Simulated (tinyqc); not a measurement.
Polytypes and stacking faults of a tetrahedral semiconductor in an axial Ising model with couplings up to third neighbours. Which input was changed? Computed by tinyqc, a small Python program. Command: `OMP_NUM_THREADS=1 python tinyqc.py 3019252 3019253 out.jsonl polytype which`. One thread of a shared host (Intel(R) Xeon(R) Processor @ 2.30GHz), about 0.07 s of CPU time with the checks.

Each double layer has s = +1 or -1 for the sense of its stacking step; E per pair of atoms = E0 - sum_n J_n <s_i s_(i+n)>, n = 1, 2, 3. Hexagonality h = (1 - <s_i s_(i+1)>)/2.

Inputs (values chosen for the exercise, of the order of those of SiC for J, a, G and the gaps):
```
quantity                  value      unit
J1                         1.13  meV/pair
J2                        -2.11  meV/pair
J3                        -0.33  meV/pair
basal lattice constant a   3.08  angstrom
shear modulus G             198       GPa
Poisson ratio nu            0.3         -
gap of 3C                  2.39        eV
gap of 4H                  3.26        eV
```

Host polytype: 4H.

correlations of the repeat units 3C (+), 2H (+-), 4H (++--), 6H (+++---), 15R (+++--), 8H (++++----), 21R (++++---), 9R (++-):
```
         n = 1      n = 2      n = 3
3C    1.000000   1.000000   1.000000
2H   -1.000000   1.000000  -1.000000
4H    0.000000  -1.000000   0.000000
6H    0.333333  -0.333333  -1.000000
15R   0.200000  -0.600000  -0.600000
8H    0.500000   0.000000  -0.500000
21R   0.428571  -0.142857  -0.714286
9R   -0.333333  -0.333333   1.000000
```

fault coefficients k_n:
```
                      J1  J2  J3
single Shockley (31)   0  -4   0
double Shockley (62)  -4  -8   0
Frank-type (32)       -1  -2   3
```

Constants: 1 eV/angstrom^2 = 16.02176634 J/m^2.

Method:
- E - E(3C) = sum_n J_n (1 - C_n), C_n = <s_i s_(i+n)>. The gap is taken linear in h between 3C (h = 0) and 4H (h = 1/2), a rough rule, with a dash beyond.
- Faults in 4H: the sequences single Shockley (31) (+++-), double Shockley (62) (++++++--), Frank-type (32) (+++--) are put between perfect repeats; k_n = (layers x C_n of the host) - sum_i s_i s_(i+n). gamma = sum k_n J_n/A, A = (sqrt 3/2) a^2; 1 meV/angstrom^2 = 16.02177 mJ/m^2.
- Screw line, bounded by the single Shockley (31) fault of energy gamma: b = a, partials b_p = a/sqrt 3; d = G b_p^2 (2 - 3 nu)/(8 pi gamma (1 - nu)). One partial is driven off by the shear stress gamma/b_p along its Burgers vector.

Problem. One of these inputs alone was changed, within the range given: J1 (0.565 to 2.26); J3 (-0.66 to -0.165); basal lattice constant a (1.54 to 6.16); shear modulus G (99 to 396). Which one, and to what value?

Results:
```
run     splitting width d (nm)  energy of the glide fault, single Shockley (31) (mJ/m^2)  E(4H) - E(3C) (meV/pair)
before                23.78370                                                  16.45966                     -3.42
after                 13.03347                                                  22.23466                     -3.42
```

Solution.

Each candidate set to reproduce splitting width d, and what it then gives; columns: (1) candidate; (2) range searched; (3) value needed; (4) energy of the glide fault, single Shockley (31) (mJ/m^2); (5) E(4H) - E(3C) (meV/pair):
```
(1)                                              (2)        (3)     (4)    (5)
J1 (meV/pair)                          0.565 to 2.26  no effect       -      -
J3 (meV/pair)                        -0.66 to -0.165  no effect       -      -
basal lattice constant a (angstrom)     1.54 to 6.16      2.650  22.235  -3.42
shear modulus G (GPa)                      99 to 396      108.5  16.460  -3.42
```

Only basal lattice constant a fits every result: it went from 3.08 to 2.65 angstrom. The next best candidate, shear modulus G, misses one result by 26 %.
